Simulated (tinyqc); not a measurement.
Elastic trap-assisted tunnelling through a dielectric: effect of the thickness at fixed voltage.

Emitter at x = 0 (Fermi level 0), collector at x = t (Fermi level -V), band edge U(x) = phi - F x, F = V/t. A trap at x has the energy E = U(x) - Et. With G(u) = (4/(3 F)) sqrt(mo/C) max(u, 0)^1.5, C = hbar^2/(2 m0): S1 = G(phi - E) - G(Et), S2 = G(Et) - G(phi - V - E), T1,2 = exp(-S1,2). The steady rate through one trap is nu T1 T2 (f1 - f2)/(T1 + T2), f1 = f(E), f2 = f(E + V), f(y) = 1/(1 + exp(y/Vt)); both contacts offer states at E.

J = q Nt times the integral of the rate over x. Direct S = (4/(3 F)) sqrt(mo/C) [phi^1.5 - max(phi - V, 0)^1.5].

Values chosen for this exercise; dielectric values close to those of silicon dioxide: temperature T = 300 K; barrier above the emitter Fermi level phi = 3.09 eV; tunnelling mass mo = 0.5 m0; trap depth below the band edge of the dielectric Et = 2.84 eV; trap density Nt = 9.6e18 cm^-3; attempt frequency nu = 1e14 1/s; voltage V = 1.82 V.

Constants: q = 1.602176634e-19 C, kB = 1.380649e-23 J/K, hbar = 1.054571817e-34 J s, m0 = 9.1093837015e-31 kg, Vt = kB T/q, hbar^2/(2 m0) = 0.0380998212 eV nm^2. Results are converted to the units shown.

Effect of the thickness at fixed voltage:
```
t (nm)	J (A/cm^2)	x of the peak over t	larger S there	direct S
2.5	0.658	0.453	15.1	26.5
3.4	0.00298	0.455	20.5	36.1
4.4	7.39e-6	0.456	26.5	46.7
5.3	3.35e-8	0.456	31.9	56.3
6.2	1.51e-10	0.457	37.3	65.8
7.1	6.86e-13	0.457	42.7	75.4
8.1	1.71e-15	0.457	48.7	86.0
9	7.73e-18	0.457	54.1	95.6
```

J falls from 0.658 to 7.73e-18 A/cm^2, on average 2.60 decades a nanometre, against 4.61 for the direct exponent: trap-assisted leakage falls more slowly, so it gains on direct tunnelling as the layer thickens.

Range of the model: Phonon-assisted (inelastic) capture, chains of traps and a spread of trap depths are left out.

tinyqc, about 0.04 s, one thread, Intel Xeon 2.30GHz (shared host): `OMP_NUM_THREADS=1 python tinyqc.py 2370039 2370040 out.jsonl`
